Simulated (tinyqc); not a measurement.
Worked calculation: plane-wave Kohn-Sham cycle with exchange-only LDA in a layered model solid. Computed by tinyqc, a small Python program that keeps every step. Settings: points = 16, plane-wave index or count = 3, electrons = 2, k points = 3, area = 27.0, mixing = 1.0, iteration cap = 67, Pulay depth = 5. Command: `OMP_NUM_THREADS=1 python tinyqc.py 22766 22767 out.jsonl` (the two numbers bound the seeds that draw the settings). One thread of a shared host (Intel(R) Xeon(R) Processor @ 2.60GHz), about 0.01 s of CPU time with the checks. Later iterations appear only in the table of the cycle.

## Iteration 1: potential

A solid whose potential varies along x alone (atomic units):
```
parameter,value
period a,7.200000
cross-section of the cell,27.000000
electrons per cell,2
grid points,16
"plane waves -n..n, n",3
k points,3
V1 in V1 cos(2 pi x/a),-0.610000
```

density at the start, on the grid x_j = j a/N (e/bohr^3): 0.0102881  0.0102881  0.0102881  0.0102881  0.0102881  0.0102881  0.0102881  0.0102881  0.0102881  0.0102881  0.0102881  0.0102881  0.0102881  0.0102881  0.0102881  0.0102881

V_H(G) = 4 pi rho(G)/G^2 for G != 0 (uniform background); v_x = -(3 rho/pi)^(1/3); V = V_ext + V_H + v_x; Fourier components f(G_m) = (1/N) sum_j f(x_j) exp(-i G_m x_j).

Potentials on the grid (hartree):
```
x,V_ext,V_H,v_x,V
0.00000,-0.61000,0.00000,-0.21417,-0.82417
0.45000,-0.56357,0.00000,-0.21417,-0.77774
0.90000,-0.43134,0.00000,-0.21417,-0.64551
1.35000,-0.23344,0.00000,-0.21417,-0.44761
1.80000,0,0.00000,-0.21417,-0.21417
2.25000,0.23344,0.00000,-0.21417,0.01926
2.70000,0.43134,0.00000,-0.21417,0.21716
3.15000,0.56357,0.00000,-0.21417,0.34939
3.60000,0.61000,0.00000,-0.21417,0.39583
4.05000,0.56357,0.00000,-0.21417,0.34939
4.50000,0.43134,0.00000,-0.21417,0.21716
4.95000,0.23344,0.00000,-0.21417,0.01926
5.40000,0,0.00000,-0.21417,-0.21417
5.85000,-0.23344,0.00000,-0.21417,-0.44761
6.30000,-0.43134,0.00000,-0.21417,-0.64551
6.75000,-0.56357,0.00000,-0.21417,-0.77774
```

V(G_m), m = 0, 1, 2, ... (hartree): -0.21417  -0.30500  0.00000  0.00000  0.00000  0.00000  0.00000

## Iteration 1: Hamiltonian at one k

k = 0.00000 2 pi / a

H(m,m') = (k + G_m)^2/2 delta + V(G_m - G_m'), with V(-G) = V(G).

H (hartree):
```
,-3,-2,-1,+0,+1,+2,+3
-3,3.21277,-0.30500,0.00000,0.00000,0.00000,0.00000,0.00000
-2,-0.30500,1.30891,-0.30500,0.00000,0.00000,0.00000,0.00000
-1,0.00000,-0.30500,0.16660,-0.30500,0.00000,0.00000,0.00000
+0,0.00000,0.00000,-0.30500,-0.21417,-0.30500,0.00000,0.00000
+1,0.00000,0.00000,0.00000,-0.30500,0.16660,-0.30500,0.00000
+2,0.00000,0.00000,0.00000,0.00000,-0.30500,1.30891,-0.30500
+3,0.00000,0.00000,0.00000,0.00000,0.00000,-0.30500,3.21277
```

## Iteration 1: levels at that k

Diagonalise the Hermitian matrix.

eigenvalues (hartree): -0.51133  0.08847  0.37751  1.33865  1.34674  3.26117  3.26118

## Iteration 1: new density

Motion across x is left out: the lowest 1 band(s) hold two electrons at each of the k points (j + 1/2)/nk - 1/2. Residual R = rho(out) - rho(in); rho(new) = rho(in) + 1 R. rho(out) = 2/(a A nk) sum |psi|^2 with psi = sum c exp(i G x). Harris energy E = band energy - dV sum rho (V_H/2 + v_x) + (3/4) dV sum rho v_x with rho(in), dV = a A/N, band energy = (2/nk) sum of the filled levels.

rho(out) (e/bohr^3): 0.0323371  0.0285044  0.0196057  0.0106723  0.0047254  0.0017752  0.0005977  0.0002004  0.0001099  0.0002004  0.0005977  0.0017752  0.0047254  0.0106723  0.0196057  0.0285044

density after iteration 1 (e/bohr^3): 0.0323371  0.0285044  0.0196057  0.0106723  0.0047254  0.0017752  0.0005977  0.0002004  0.0001099  0.0002004  0.0005977  0.0017752  0.0047254  0.0106723  0.0196057  0.0285044

energy per cell = -0.9116767 hartree

## Iteration 2: potential

As before.

Potentials on the grid (hartree):
```
x,V_ext,V_H,v_x,V
0.00000,-0.61000,0.27018,-0.31373,-0.65355
0.45000,-0.56357,0.24297,-0.30081,-0.62141
0.90000,-0.43134,0.17051,-0.26553,-0.52636
1.35000,-0.23344,0.07432,-0.21681,-0.37593
1.80000,0,-0.02352,-0.16525,-0.18877
2.25000,0.23344,-0.10785,-0.11924,0.00635
2.70000,0.43134,-0.17089,-0.08295,0.17749
3.15000,0.56357,-0.20943,-0.05762,0.29651
3.60000,0.61000,-0.22237,-0.04718,0.34046
4.05000,0.56357,-0.20943,-0.05762,0.29651
4.50000,0.43134,-0.17089,-0.08295,0.17749
4.95000,0.23344,-0.10785,-0.11924,0.00635
5.40000,0,-0.02352,-0.16525,-0.18877
5.85000,-0.23344,0.07432,-0.21681,-0.37593
6.30000,-0.43134,0.17051,-0.26553,-0.52636
6.75000,-0.56357,0.24297,-0.30081,-0.62141
```

V(G_m), m = 0, 1, 2, ... (hartree): -0.17358  -0.24863  0.00798  0.00032  0.00044  -0.00015  0.00008

## Iteration 2: Hamiltonian at one k

k = 0.00000 2 pi / a

As before.

H (hartree):
```
,-3,-2,-1,+0,+1,+2,+3
-3,3.25336,-0.24863,0.00798,0.00032,0.00044,-0.00015,0.00008
-2,-0.24863,1.34950,-0.24863,0.00798,0.00032,0.00044,-0.00015
-1,0.00798,-0.24863,0.20719,-0.24863,0.00798,0.00032,0.00044
+0,0.00032,0.00798,-0.24863,-0.17358,-0.24863,0.00798,0.00032
+1,0.00044,0.00032,0.00798,-0.24863,0.20719,-0.24863,0.00798
+2,-0.00015,0.00044,0.00032,0.00798,-0.24863,1.34950,-0.24863
+3,0.00008,-0.00015,0.00044,0.00032,0.00798,-0.24863,3.25336
```

## Iteration 2: levels at that k

As before.

eigenvalues (hartree): -0.38909  0.14702  0.37325  1.36886  1.37485  3.28568  3.28596

## Iteration 2: new density

B (overlaps of the stored error matrices):
```
,1,2
1,2.0255122e-03,-1.4352777e-04
2,-1.4352777e-04,1.5027855e-05
```

Motion across x is left out: the lowest 1 band(s) hold two electrons at each of the k points (j + 1/2)/nk - 1/2. Residual R = rho(out) - rho(in); rho(new) = rho(in) + 1 R; Pulay mixing then takes sum c_i of the stored mixed densities, with c from B_ij = sum R_i R_j as in DIIS. rho(out) = 2/(a A nk) sum |psi|^2 with psi = sum c exp(i G x). Harris energy E = band energy - dV sum rho (V_H/2 + v_x) + (3/4) dV sum rho v_x with rho(in), dV = a A/N, band energy = (2/nk) sum of the filled levels.

rho(out) (e/bohr^3): 0.0299682  0.0268918  0.0194895  0.0115205  0.0056609  0.0023862  0.0009086  0.0003536  0.0002183  0.0003536  0.0009086  0.0023862  0.0056609  0.0115205  0.0194895  0.0268918

DIIS coefficients: 0.06812  0.93188

density after iteration 2 (e/bohr^3): 0.0301295  0.0270017  0.0194975  0.0114628  0.0055972  0.0023446  0.0008874  0.0003432  0.0002109  0.0003432  0.0008874  0.0023446  0.0055972  0.0114628  0.0194975  0.0270017

energy per cell = -0.8183213 hartree

## Convergence

Stop when sqrt(dV sum R^2) is below 1e-8, dV = a A/N.

Course of the cycle:
```
iteration,E (hartree),norm of the residual
1,-0.9116767,1.57e-01
2,-0.8183213,1.35e-02
3,-0.8181957,5.35e-04
4,-0.8181955,2.38e-06
5,-0.8181955,2.10e-07
6,-0.8181955,1.76e-10
```

Converged in 6 iterations. Before convergence this energy mixes input and output and is not variational, so it may rise towards its limit.
